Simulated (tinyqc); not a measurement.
# Thickness from the transmission

Problem. A dielectric of barrier phi1 and mass m1 carries the voltage V, so U = phi1 - V x/t1. At E = 0 the WKB exponent is S = (4 t1/(3 V)) sqrt(m1/C) [phi1^1.5 - max(phi1 - V, 0)^1.5], C = hbar^2/(2 m0), and T = exp(-S). Find S, t1 and the field.

Inputs (values chosen for the exercise): barrier of layer 1 above the emitter Fermi level at zero bias phi1 = 3.11 eV; tunnelling mass of layer 1 m1 = 0.49 m0; voltage across the dielectric V = 5.5 V.

Constants: q = 1.602176634e-19 C, hbar = 1.054571817e-34 J s, m0 = 9.1093837015e-31 kg, hbar^2/(2 m0) = 0.0380998212 eV nm^2. Results are converted to the units shown.

T at E = 0 = 3.4659310e-14

Solution. At fixed V the exponent is proportional to t1.

S = 31.0
t1 = 6.50 nm
field = 8.46 MV/cm

Numbers from tinyqc (`OMP_NUM_THREADS=1 python tinyqc.py 2540018 2540019 out.jsonl`; about 0.02 s on one thread of a shared Intel Xeon 2.30GHz).
